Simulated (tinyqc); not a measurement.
Born-Oppenheimer dynamics on the UHF/sto-3g surface (energies and gradients from PySCF), for BeH, spin multiplicity 2, step by step. Computed by tinyqc, a small Python program that keeps every step (integrals from PySCF). Settings: charge = 0, multiplicity = 2, basis = sto-3g, time step (fs) = 0.5, steps = 16. Command: `OMP_NUM_THREADS=1 python tinyqc.py 21098 21099 out.jsonl` (the two numbers bound the seeds that draw the settings). One thread of a shared host (Intel(R) Xeon(R) Processor @ 2.60GHz), about 1 s of CPU time with the checks.

## Velocity Verlet step 1

positions (bohr), order 1Be, 2H:
$$\begin{pmatrix}
0.000000 & 0.000000 & 0.000000 \\
0.000000 & 0.000000 & 2.707978
\end{pmatrix}$$

velocities (bohr per atomic time unit), order 1Be, 2H:
$$\begin{pmatrix}
-0.000003420 & 0.000030878 & -0.000021424 \\
0.000030580 & -0.000276122 & 0.000191576
\end{pmatrix}$$

gradient (hartree/bohr), order 1Be, 2H:
$$\begin{pmatrix}
0.00000000 & 0.00000000 & -0.04405921 \\
0.00000000 & 0.00000000 & 0.04405921
\end{pmatrix}$$

masses (electron masses): 1Be 16428.202802, 2H 1837.152588

gradient after step 1 (hartree/bohr), order 1Be, 2H:
$$\begin{pmatrix}
-0.00001139 & 0.00010289 & -0.04388311 \\
0.00001139 & -0.00010289 & 0.04388311
\end{pmatrix}$$

dt = 0.5 fs = 20.6707 atomic units; x' = x + v dt - g dt^2 / (2m); after the new gradient g', v' = v - (g + g') dt / (2m).

positions after step 1 (bohr), order 1Be, 2H:
$$\begin{pmatrix}
-0.000071 & 0.000638 & 0.000130 \\
0.000632 & -0.005708 & 2.706814
\end{pmatrix}$$

velocities after step 1 (bohr per atomic time unit), order 1Be, 2H:
$$\begin{pmatrix}
-0.000003413 & 0.000030814 & 0.000033903 \\
0.000030516 & -0.000275543 & -0.000303164
\end{pmatrix}$$

## Velocity Verlet step 2

gradient after step 2 (hartree/bohr), order 1Be, 2H:
$$\begin{pmatrix}
-0.00002194 & 0.00019807 & -0.04213124 \\
0.00002194 & -0.00019807 & 0.04213124
\end{pmatrix}$$

As before.

positions after step 2 (bohr), order 1Be, 2H:
$$\begin{pmatrix}
-0.000141 & 0.001274 & 0.001402 \\
0.001262 & -0.011391 & 2.695444
\end{pmatrix}$$

velocities after step 2 (bohr per atomic time unit), order 1Be, 2H:
$$\begin{pmatrix}
-0.000003392 & 0.000030624 & 0.000088016 \\
0.000030329 & -0.000273850 & -0.000787059
\end{pmatrix}$$

## Energy conservation

The total energy should stay constant up to terms of order dt^2; the step counts as short enough if it moves by less than 2 % of the largest kinetic energy.

Trajectory:
```
time (fs)  1Be-2H (angstrom)  potential (hartree)  kinetic (hartree)  total (hartree)
0.000000            1.433000         -14.92939717         0.00011631     -14.92928087
0.500000            1.432319         -14.92945372         0.00017236     -14.92928137
1.000000            1.425642         -14.92999646         0.00071019     -14.92928628
1.500000            1.413207         -14.93094702         0.00165159     -14.92929543
2.000000            1.395479         -14.93216042         0.00285208     -14.92930834
2.500000            1.373157         -14.93343472         0.00411080     -14.92932392
3.000000            1.347193         -14.93453058         0.00519046     -14.92934012
3.500000            1.318797         -14.93520559         0.00585183     -14.92935376
4.000000            1.289435         -14.93526563         0.00590498     -14.92936065
4.500000            1.260794         -14.93462916         0.00527248     -14.92935667
5.000000            1.234706         -14.93338705         0.00404718     -14.92933987
5.500000            1.213014         -14.93182627         0.00251331     -14.92931296
6.000000            1.197394         -14.93038144         0.00109709     -14.92928435
6.500000            1.189137         -14.92950290         0.00023736     -14.92926554
7.000000            1.188956         -14.92948281         0.00021771     -14.92926510
7.500000            1.196869         -14.93032800         0.00104477     -14.92928323
8.000000            1.212189         -14.93175688         0.00244522     -14.92931166
```

The total energy moves within 9.6e-05 hartree, under 2 % of the largest kinetic energy.
